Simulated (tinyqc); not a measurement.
Comparisons within one model: six-band Luttinger-Kohn model with strain. A value that a table varies takes the place of the one given here.

Six-band Luttinger-Kohn model in the basis |3/2,3/2>, |3/2,1/2>, |3/2,-1/2>, |3/2,-3/2>, |1/2,1/2>, |1/2,-1/2>, electron energies, zero at the top of the unstrained valence band. H = -[rows: (P+Q, -S, R, 0, -S/r2, r2 R); (-S*, P-Q, 0, R, -r2 Q, r32 S); (R*, 0, P-Q, S, r32 S*, r2 Q); (0, R*, S*, P+Q, -r2 R*, -S*/r2); (-S*/r2, -r2 Q, r32 S, -r2 R, P+Dso, 0); (r2 R*, r32 S*, r2 Q, -S/r2, 0, P+Dso)], r2 = sqrt(2), r32 = sqrt(3/2). Levels are twofold.

P = c g1 k^2 - av tr(e); Q = c g2 (kx^2 + ky^2 - 2 kz^2) - (b/2)(exx + eyy - 2 ezz); R = c sqrt3 [-g2 (kx^2 - ky^2) + 2i g3 kx ky] + (sqrt3/2) b (exx - eyy) - i d exy; S = 2 c sqrt3 g3 (kx - i ky) kz - d (exz - i eyz); c = hbar^2/2m0, e the strain tensor (not engineering shear).

s11 = (C11 + C12)/((C11 - C12)(C11 + 2 C12)), s12 = -C12/((C11 - C12)(C11 + 2 C12)), s44 = 1/C44; exx = s11 sxx + s12 (syy + szz) and cyclic, exy = s44 sxy/2; tension is positive. A uniaxial stress X along the unit vector n is s_ij = X n_i n_j.

Constants: hbar^2/2m0 = 3.80998211 eV angstrom^2.

Parameters, chosen for this exercise (near those of Ge; shifted at random, so the results belong to these values and not to a real crystal): Dso = 0.288 eV (spin-orbit splitting); g1 = 13.37 (Luttinger gamma1); g2 = 4.23 (gamma2); g3 = 5.69 (gamma3); av = 1.23 eV (valence hydrostatic potential); b = -2.56 eV (tetragonal shear potential); d = -5.28 eV (trigonal shear potential); C11 = 127.9 GPa; C12 = 48.3 GPa; C44 = 66.9 GPa; load = uniaxial [110] (kind of stress); X1 = 1.7 GPa (size of the stress); E_h = 40 meV (hole energy below the top); X = -2.26 GPa (stress).

## Sweep of a uniaxial [110] stress

Edges at k = 0 and curvature masses of the top pair along [110] and [001] (step 0.0002 1/angstrom); at zero stress the top is fourfold and has no single curvature.

Edges and masses:

| X (GPa) | top (eV) | second (eV) | third (eV) | splitting (meV) | m [110] | m [001] |
|---|---|---|---|---|---|---|
| -1.50 | 0.0382 | -0.0458 | -0.3051 | 84.1 | 0.035 | 0.147 |
| -1.00 | 0.0238 | -0.0307 | -0.2976 | 54.5 | 0.037 | 0.140 |
| -0.50 | 0.0110 | -0.0154 | -0.2918 | 26.4 | 0.039 | 0.132 |
| 0.00 | 0.0000 | 0.0000 | -0.2880 | 0.0 | - | - |
| 0.50 | 0.0155 | -0.0089 | -0.2864 | 24.4 | 0.319 | 0.052 |
| 1.00 | 0.0312 | -0.0154 | -0.2873 | 46.6 | 0.311 | 0.051 |
| 1.50 | 0.0470 | -0.0195 | -0.2908 | 66.5 | 0.304 | 0.050 |

The splitting reaches 84.1 meV under compression and 66.5 meV under the same tension; linear shear terms alone would make the two equal, and the difference comes from the coupling to the split-off band. At the ends of the sweep the top pair has a mass along [110] of 0.035 under compression and 0.304 under tension, so compression gives the lighter holes along [110]; along [001] it has 0.147 and 0.050. The top edge itself moves by +38 and +47 meV.

## Which stress helps holes along [110]

Each load has size X1 (biaxial: sxx = syy); masses are curvatures of the top pair at k = 0.

Results:

| load | splitting (meV) | top edge (meV) | m [110] | m [001] |
|---|---|---|---|---|
| uniaxial [110], compression | 96.2 | 44.4 | 0.035 | 0.150 |
| uniaxial [110], tension | 73.7 | 53.3 | 0.302 | 0.049 |
| uniaxial [100], compression | 126.0 | 62.0 | 0.060 | 0.146 |
| uniaxial [100], tension | 86.1 | 64.0 | 0.089 | 0.057 |
| uniaxial [111], compression | 86.4 | 38.4 | 0.047 | 0.075 |
| uniaxial [111], tension | 66.0 | 48.0 | 0.130 | 0.075 |
| biaxial (001), compression | 86.1 | 36.0 | 0.057 | 0.204 |
| biaxial (001), tension | 126.0 | 89.9 | 0.146 | 0.038 |

The lightest mass along [110] (0.035) comes with uniaxial [110], compression. The largest splitting (126.0 meV) comes with uniaxial [100], compression; biaxial (001), tension. The heaviest mass along [001] (0.204), which lowers the confinement energy in a (001) channel, comes with biaxial (001), compression. The splitting per GPa follows b (s11 - s12) for loads along cube axes and d s44 for [111]: here 2 |b| (s11 - s12) = 64.3 and |d| s44/sqrt3 = 45.6 meV per GPa in the limit of large Dso; where the splitting nears Dso, mixing with the split-off band makes it depend on the sign of the load.

## Warping of the constant-energy contours (six-band Luttinger-Kohn model)

No strain (e = 0). In the plane kz = 0, |k| where the top and second pairs lie E_h below the top, against the angle from [100]; m = c k^2/E_h.

Contours:

| angle (degrees) | k top (1/angstrom) | k second (1/angstrom) | m top (m0) | m second (m0) |
|---|---|---|---|---|
| 0 | 0.0462 | 0.0225 | 0.204 | 0.048 |
| 9 | 0.0474 | 0.0223 | 0.214 | 0.048 |
| 18 | 0.0510 | 0.0221 | 0.248 | 0.047 |
| 27 | 0.0570 | 0.0218 | 0.310 | 0.045 |
| 36 | 0.0645 | 0.0216 | 0.396 | 0.044 |
| 45 | 0.0687 | 0.0215 | 0.450 | 0.044 |

The heavy contour reaches 1.486 times as far along [110] as along [100], the light one 0.959 times. The warping follows g3 - g2 = 1.46 and would vanish for g2 = g3. Along [100] the heavy mass is 1/(g1 - 2 g2) = 0.204 at any energy, while the light one is 0.0480, against 1/(g1 + 2 g2) = 0.0458 at the edge, for E_h/Dso = 0.14.

## What each parameter does

Edges at k = 0 under a uniaxial [110] stress X and the curvature mass of the top pair along [110] (step 0.0002 1/angstrom). Each row changes one parameter from the base and keeps the others.

Results:

| case | top (eV) | second (eV) | third (eV) | mass (m0) |
|---|---|---|---|---|
| base | 0.0625 | -0.0686 | -0.3190 | 0.034 |
| b = -2.048 eV | 0.0566 | -0.0655 | -0.3163 | 0.034 |
| C44 = 53.52 GPa | 0.0775 | -0.0787 | -0.3239 | 0.033 |
| g2 = 5.076 | 0.0625 | -0.0686 | -0.3190 | 0.033 |
| d = -4.224 eV | 0.0512 | -0.0605 | -0.3159 | 0.035 |
| C11 = 153.48 GPa | 0.0567 | -0.0635 | -0.3146 | 0.034 |
| g1 = 16.044 | 0.0625 | -0.0686 | -0.3190 | 0.031 |
| Dso = 0.23 eV | 0.0656 | -0.0683 | -0.2645 | 0.033 |

The largest shifts from the base row, up to three for each result and ties (the steps differ in size, so this ranks the rows, not the parameters). top (eV): C44 +0.0150, d -0.0112, b -0.0059; unchanged at the printed digits by g2 and g1. second (eV): C44 -0.0101, d +0.0081, C11 +0.0051; unchanged at the printed digits by g2 and g1. third (eV): Dso +0.0546, C44 -0.0049, C11 +0.0045; unchanged at the printed digits by g2 and g1. mass (m0): g1 -0.003, d +0.001, Dso -0.001, C44 -0.001, g2 -0.001; unchanged at the printed digits by b and C11. The Luttinger parameters multiply k^2 and cannot move the edges; av shifts all edges alike and leaves the mass.

Computed by tinyqc, a small Python program: `OMP_NUM_THREADS=1 python tinyqc.py 1080939 1080940 out.jsonl` (the numbers bound the seed that draws the inputs); one thread of a shared host (Intel(R) Xeon(R) Processor @ 2.30GHz), about 0.05 s for the whole set of steps.
